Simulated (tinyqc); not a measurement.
Vibrations of a mass or spring defect in a linear chain: one step, computed by the program tinyqc. Command: `OMP_NUM_THREADS=1 python tinyqc.py 3020656 3020657 out.jsonl localmode walk`. One thread of a shared host (Intel(R) Xeon(R) Processor @ 2.30GHz), about 0.01 s of CPU time with the checks.

A ring of N atoms with nearest-neighbour springs k and motion along the chain. Atom 1 is the defect, of mass M', and its two springs are k'. All other atoms have the mass M.

Question. Dynamical matrix of the ring. D_ii = (sum of the two springs at i)/M_i, D_ij = -k_ij/sqrt(M_i M_j) for neighbours, closed into a ring.

Inputs (values chosen for the exercise, for a model chain):
```
quantity                         value           unit
spring constant k                 11.7  eV/angstrom^2
host mass M                       67.2              u
defect mass M'                    32.1              u
spring ratio k'/k at the defect      1              -
atoms in the ring N                  6              -
```

Host: monatomic.

Give: D.

Answer.

D (eV/(angstrom^2 u)), lower triangle (symmetric):
```
          1         2         3         4         5        6
1   0.72897
2  -0.25191   0.34821
3   0.00000  -0.17411   0.34821
4   0.00000   0.00000  -0.17411   0.34821
5   0.00000   0.00000   0.00000  -0.17411   0.34821
6  -0.25191   0.00000   0.00000   0.00000  -0.17411  0.34821
```
